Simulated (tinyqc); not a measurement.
# Free and trapped electrons in a MOS channel with a dense trap tail, step by step

Program tinyqc, `OMP_NUM_THREADS=1 python tinyqc.py 2222193 2222194 out.jsonl`; Intel Xeon 2.30GHz, shared host, one thread, about 0.02 s. Printed values are rounded.

p-type body, charge-sheet picture, full ionisation (an idealisation for deep acceptors), Boltzmann statistics for free electrons. e = Ec - EF at the surface. Acceptor-like traps of density D(E) = D0 + De exp(-E/Ew) at depth E below Ec, from 0 to Eu, hold n_t = integral of D(E)/(1 + exp((e - E)/Vt)). psi = Eg - Vt ln(Nv/Na) - e; N_dep = sqrt(2 eps0 eps_r Na (psi - Vt)/q); n_f = sqrt(N_dep^2 + 2 eps0 eps_r Vt Nc exp(-e/Vt)/q) - N_dep; Vg = Vfb + psi + q (N_dep + n_t + n_f)/Cox, Cox = eps0 eox/tox.

Inputs (values chosen for the exercise); band and dielectric values close to those of 4H silicon carbide: temperature T = 300 K; band gap Eg = 3.24 eV; relative permittivity eps_r = 9.65; conduction-band density of states at T Nc = 1.71e19 cm^-3; valence-band density of states at T Nv = 2.46e19 cm^-3; relative permittivity of the insulator eox = 3.9; insulator thickness tox = 28 nm; acceptor density Na = 6.2e16 cm^-3; flat-band voltage without trapped charge Vfb = -2.72 V; constant background density of acceptor-like traps D0 = 1.9e10 cm^-2 eV^-1; density of the tail at the conduction edge De = 8.1e12 cm^-2 eV^-1; decay energy of the tail Ew = 0.1 eV; depth below Ec down to which the traps reach Eu = 0.62 eV; mobility of free electrons mf = 71 cm^2/(V s); Ec - EF at the surface e = 0.034 eV.

Constants: q = 1.602176634e-19 C, kB = 1.380649e-23 J/K, Vt = kB T/q, eps0 = 8.8541878128e-14 F/cm where lengths are in cm. Results are converted to the units shown.

Range of the model: EF lies less than 2 Vt below the band edge, or above it, where degeneracy and confinement, left out, matter.

## Trapped charge

Trapezoid rule on 16 equal steps from 0 to Eu, f = 1/(1 + exp((e - E)/Vt)).

| point | E (eV) | D(E) f (cm^-2 eV^-1) |
|---|---|---|
| 0 | 0 | 1.718155e12 |
| 1 | 0.03875 | 3.011149e12 |
| 2 | 0.0775 | 3.162800e12 |
| 3 | 0.1162500 | 2.450166e12 |
| 4 | 0.155 | 1.722236e12 |
| 5 | 0.1937500 | 1.183464e12 |
| 6 | 0.2325 | 8.106708e11 |
| 7 | 0.2712500 | 5.565449e11 |
| 8 | 0.31 | 3.838897e11 |
| 9 | 0.3487500 | 2.666741e11 |
| 10 | 0.3875 | 1.871099e11 |
| 11 | 0.4262500 | 1.331050e11 |
| 12 | 0.465 | 9.644897e10 |
| 13 | 0.5037500 | 7.156862e10 |
| 14 | 0.5425 | 5.468104e10 |
| 15 | 0.5812500 | 4.321856e10 |
| 16 | 0.62 | 3.543839e10 |

n_t = 5.816578e11 cm^-2

With 1600 steps n_t = 5.862e11 cm^-2; the coarse value is 0.77 % below it.

## Charges and gate voltage

psi, N_dep, n_f and Vg as defined, with the n_t given; free share n_f/(n_f + n_t); apparent mobility mf n_f/(n_f + n_t); gate voltage spent on traps q n_t/Cox.

psi = 3.051318 V
N_dep = 1.414457e12 cm^-2
n_f = 3.928423e11 cm^-2
Vg = 3.434902 V
free share = 40.31219 %
apparent mobility = 28.62165 cm^2/(V s)
gate voltage spent on traps = 0.7556534 V
